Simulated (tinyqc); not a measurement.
MOSFET in saturation, small-signal circuit and noise: two steps of the calculation.

Bias by the inversion coefficient IC = I/Ispec (charge-based model with velocity saturation; weak inversion below 0.1, strong above 10). Common-source circuit: gm, gds, Cgs, Cgd and Cj at the inner nodes, Rg in series with the gate; quasi-static, no source or drain resistance, no gate-body capacitance, no substrate network, no induced gate noise, so fmax is an upper estimate.

Values chosen for this exercise:

| symbol | value | unit | meaning |
|---|---|---|---|
| T | 293 | K | temperature |
| L | 28 | nm | gate length |
| W | 40 | um | total gate width |
| Cox | 2.25 | uF/cm^2 | gate capacitance |
| mu | 210 | cm^2/(V s) | mobility |
| n | 1.41 |  | slope factor |
| Ls | 15 | nm | velocity-saturation length |
| Cov | 0.35 | fF/um | overlap and fringe capacitance per side |
| Cj | 0.45 | fF/um | drain junction capacitance |
| Rsh | 15 | ohm | sheet resistance of the gate |
| Wf | 1 | um | finger width |
| Rc | 100 | ohm um | gate contact and vertical resistance |
| IC | 0.17 |  | inversion coefficient |
| gw | 0.07 |  | short-channel excess of the noise factor |
| Nt | 1.1e18 | cm^-3 eV^-1 | oxide trap density |
| lt | 0.1 | nm | tunnelling length into the oxide |
| ac | 10000 | V s/C | Coulomb scattering coefficient |

Constants: q = 1.602176634e-19 C, kB = 1.380649e-23 J/K, Vt = kB T/q. Results are converted to the units shown.

Question 1. Capacitances, gate resistance and cut-off frequencies. qs = [sqrt(1 + 4 IC) - 1]/2, Cgs = Cox W L qs (2 qs + 3)/(3 (qs + 1)^2) + Cov W, Cgd = Cov W, Cd = Cj W, Rg = Rsh (Wf/L)/(12 Nf) + Rc/W with Nf = W/Wf fingers (not rounded) contacted at both ends. fT = gm/(2 pi (Cgs + Cgd)), fmax = fT/(2 sqrt(Rg (gds + 2 pi fT Cgd))).

gm = 4.8486303 mS
gds = 0.67880825 mS

Find: Cgs; Cgd; Cd; Rg; fT; fmax.

Answer 1.

Cgs = 17.110 fF
Cgd = 14.000 fF
Cd = 18.000 fF
Rg = 3.6161 ohm
fT = 24.805 GHz
fmax = 121.94 GHz

Overlap and fringe make up 90.0 % of the gate capacitance; fmax is 4.92 times fT.

Question 2. Noise at the gate. Channel noise Sid = 4 kB T gam n gm with gam = (1/2 + (2/3) qs)/(1 + qs) + gw lc IC, qs = [sqrt(1 + 4 IC) - 1]/2, lc = Ls/L (the last term an empirical rise with velocity saturation); at the gate, white noise Sw = Sid/gm^2 + 4 kB T Rg. Number fluctuation with correlated mobility: S(f) = K/f, K = q^2 Vt lt Nt/(W L Cox^2) (1 + ac mu Cox I/gm)^2, Vt in eV with Nt per eV. Corner fc = K/Sw. Full shot noise would be 2 q I.

I = 206.29221 uA
gm = 4.8486303 mS
Rg = 3.6160714 ohm

Give: gam; Sid; Sid/(2 q I); sqrt(Sw); K; fc.

Answer 2.

gam = 0.52787
Sid = 5.8395e-23 A^2/Hz
Sid/(2 q I) = 0.88339
sqrt(Sw) = 1.5945 nV/Hz^0.5
K = 1.8138e-10 V^2
fc = 71.339 MHz

The gate resistance gives 2.3 % of the white noise power.

Computed by the program tinyqc: `OMP_NUM_THREADS=1 python tinyqc.py 2150144 2150145 out.jsonl`, one thread of a shared Intel Xeon 2.30GHz, about 0.01 s for the whole run.
